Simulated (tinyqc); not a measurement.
# Double-gate transistor, scale length and short-channel effects: several studies

A body of thickness ts between two insulators of thickness ti and two tied gates. Below threshold the potential that source and drain add obeys Laplace's equation and vanishes on the gate. Its lowest mode decays along the channel as exp(-k y); k is the smallest positive root of the matching condition at the interface, and the scale length is Lambda = pi/k.

Parameters, values chosen for the exercise; permittivities: semiconductor close to that of silicon, insulator close to that of silicon nitride:
- T = 325 K (temperature)
- eps_r = 11.7 (relative permittivity of the semiconductor)
- ei = 7.47 (relative permittivity of the insulator)
- ti = 2.7 nm (insulator thickness)
- ts = 6.5 nm (body thickness)
- L = 23 nm (channel length)
- Vbi = 0.94 V (potential of the source)
- sT = 0.55 V (potential of the barrier top at threshold)
- Vds = 0.7 V (drain voltage)

Constants: q = 1.602176634e-19 C, kB = 1.380649e-23 J/K, Vt = kB T/q. Results are converted to the units shown.

Each table varies one quantity; the others keep the values above.

## A higher permittivity at fixed equivalent oxide thickness

k is the smallest positive root of f(k) = ei cos(k ti) cos(k ts/2) - eps_r sin(k ti) sin(k ts/2). Along the channel psi(y) = s + a exp(y/l) + b exp(-y/l) with psi(0) = Vbi, psi(L) = Vbi + Vds and l = 1/k = Lambda/pi; with A = Vbi - s, B = A + Vds, x = exp(-L/l): a = (B - A x) x/(1 - x^2), b = (A - B x)/(1 - x^2). The minimum is s + 2 sqrt(a b), at y = (l/2) ln(b/a). The long-channel potential follows the gate as s = sT + (Vg - VTL)/m, and the threshold VT is the gate voltage at which the minimum equals sT. Swing = m Vt ln 10/g at threshold, g = d(minimum)/ds = 1 - (b x + a)/((1 + x) sqrt(a b)). DIBL = [VT(0.05 V) - VT(Vds)]/(Vds - 0.05 V). sT and Vbi are held fixed; m = 1. The equivalent oxide thickness 3.9 ti/ei is held at 1.4 nm, so ti = 1.4 ei/3.9 nm.

A higher permittivity at fixed equivalent oxide thickness:
```
ei   ti (nm)  Lambda (nm)  L/Lambda  DIBL (mV/V)  swing (mV/decade)
3.9   1.4000       13.270    1.7333       57.399             75.353
5     1.7949       13.396    1.7169       59.166             75.674
7.5   2.6923       13.807    1.6658       65.089             76.744
10    3.5897       14.396    1.5976       74.066             78.355
15    5.3846       16.108    1.4279       103.38             83.533
20    7.1795       18.433    1.2478       150.69             91.703
25    8.9744       21.187    1.0856       217.51             102.99
```

As ei goes from 3.9 to 25, Lambda rises from 13.3 to 21.2 nm, DIBL rises from 57.4 to 218 mV/V and the swing rises from 75.4 to 103 mV a decade. The ratio ei/ti is the same in every row, yet the insulator grows from 1.40 to 8.97 nm, and drain fields reach the channel sideways through it. For ei = 15 to 25 L is under 1.5 Lambda, where higher modes, left out of the one-mode potential, count.

## Effect of the insulator thickness

Same model as above.

Results:
```
ti (nm)  Lambda (nm)  L/Lambda  VT - VTL at Vds (mV)  DIBL (mV/V)  swing (mV/decade)
0.9            9.202     2.499                -26.90        15.22              67.48
1.2            10.04     2.292                -37.92        21.52              68.69
1.5            10.84     2.122                -50.49        28.76              70.06
2              12.13     1.897                -74.49        42.67              72.66
2.6            13.60     1.691                -107.7        62.14              76.21
4.3            17.54     1.311                -224.3        131.5              88.41
```

Estimate the missing row, ti = 3.3 nm.

Computed row:
```
ti (nm)  Lambda (nm)  L/Lambda  VT - VTL at Vds (mV)  DIBL (mV/V)  swing (mV/decade)
3.3            15.26     1.507                -152.0        88.29              80.88
```

With this row back in the table: As ti goes from 0.9 to 4.3 nm, Lambda rises from 9.20 to 17.5 nm, DIBL rises from 15.2 to 132 mV/V and the swing rises from 67.5 to 88.4 mV a decade. On average Lambda goes as ti^(0.41). At ti = 4.3 nm L is under 1.5 Lambda, where higher modes, left out of the one-mode potential, count.

## Effect of the channel length

Same model as above.

The same in every row: Lambda (nm) = 13.85.

Effect of the channel length:
```
L (nm)  L/Lambda  VT - VTL at Vds = 0.05 V (mV)  VT - VTL at Vds (mV)  DIBL (mV/V)  swing (mV/decade)
15         1.083                         -226.1                -368.2        218.7              103.2
18         1.300                         -142.0                -229.5        134.7              88.96
22         1.589                         -81.12                -130.1        75.31              78.58
26         1.878                         -48.31                -76.99        44.13              72.92
31         2.239                         -26.13                -41.43        23.54              69.07
37         2.672                         -12.84                -20.28        11.45              66.75
44         3.178                         -5.705                -8.996        5.062              65.49
52         3.756                         -2.283                -3.596        2.020              64.89
62         4.478                        -0.7316                -1.152       0.6464              64.62
```

What does the comparison show?

From L = 15 to 62 nm, DIBL falls from 219 to 0.646 mV/V and the swing falls from 103 to 64.6 mV a decade (long-channel value 64.5). Between the last two rows the threshold shift at Vds decays with a length of 8.78 nm, against 2 Lambda/pi = 8.81 nm for a shift that goes as exp(-pi L/(2 Lambda)). DIBL first drops below 100 mV/V at L = 22 nm among the rows, L/Lambda = 1.6. For L = 15 to 18 nm L is under 1.5 Lambda, where higher modes, left out of the one-mode potential, count.

tinyqc, about 0.01 s, one thread, Intel Xeon 2.30GHz (shared host): `OMP_NUM_THREADS=1 python tinyqc.py 2420069 2420070 out.jsonl`
